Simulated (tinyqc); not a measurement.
Spin coating of a resist or spin-on film: centrifugal thinning, evaporation and the final thickness (Emslie and Meyerhofer models): one step, computed by the program tinyqc.

A Newtonian film stays uniform over the wafer; solvent and solids have the same density and the concentration is uniform through the thickness.

Task: Rates. omega = 2 pi f/60; nu(c) = nu_s + k c^gamma; evaporation rate e = e0 sqrt(f/1000 rpm). Flow constant K = 2 omega^2/(3 nu(c0)); Reynolds number of the air omega R^2/nu_air with nu_air = 15 mm^2/s.

Inputs (values chosen for the exercise, of the order of those of a polymer resist in an ester solvent):
```
quantity,value,unit
solids volume fraction c0,0.17,-
kinematic viscosity of the solvent nu_s,1,mm^2/s
viscosity constant k,530,mm^2/s
viscosity exponent gamma,3.5,-
spin speed f,1500,rpm
evaporation rate at 1000 rpm e0,0.38,micrometre/s
wafer radius R,50,mm
```

Give: omega; nu(c0); evaporation rate e; flow constant K; Reynolds number of the air.

Result:

omega = 157.08 1/s

nu(c0) = 2.0736 mm^2/s

evaporation rate e = 0.46540 micrometre/s

flow constant K = 0.0079327 1/(micrometre^2 s)

Reynolds number of the air = 26180
